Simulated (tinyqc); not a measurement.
From results back to parameters: metal-induced gap states at the contact of a metal chain and a two-band chain. Three cases, with inputs chosen for the exercise.

Problem. With gap states the barrier for electrons is phi = S (W - chi - p) + p, W being the work function of the metal, S the pinning factor and p the depth of the neutrality level below the conduction edge. The barriers for two metals come from hidden S and p, those of the chain and not of a measured contact.

Case 1.

Values chosen (out of a larger set: gap and optical dielectric constant near those of GaAs; the chain itself is a model; not measured data): W1 = 4.14 eV (work function of metal 1); W2 = 5.32 eV (of metal 2); chi = 4.21 eV (electron affinity).

barriers (eV): metal 1 0.44870, metal 2 0.75432

Case 2.

Values chosen (out of a larger set: gap and optical dielectric constant near those of Si; the chain itself is a model; not measured data): W1 = 4.2 eV (work function of metal 1); W2 = 5.51 eV (of metal 2); chi = 4.13 eV (electron affinity).

barriers (eV): metal 1 0.45350, metal 2 0.91200

Case 3.

Values chosen (out of a larger set: gap and optical dielectric constant near those of Ge; the chain itself is a model; not measured data): W1 = 4.19 eV (work function of metal 1); W2 = 5.21 eV (of metal 2); chi = 3.99 eV (electron affinity).

barriers (eV): metal 1 0.30872, metal 2 0.40460

Find: S, p (eV).

Solution. The slope of the barrier against W is S; then p = (phi1 - S (W1 - chi))/(1 - S).

Case 1.

S, p (eV): 0.259  0.630

Case 2.

S, p (eV): 0.350  0.660

Case 3.

S, p (eV): 0.094  0.320

Computed by tinyqc, one run a case: `OMP_NUM_THREADS=1 python tinyqc.py N N+1 out.jsonl` with N = 1480323, 1480332, 1480428; one thread of a shared Intel(R) Xeon(R) Processor @ 2.30GHz, about 0.01 s a run at most.
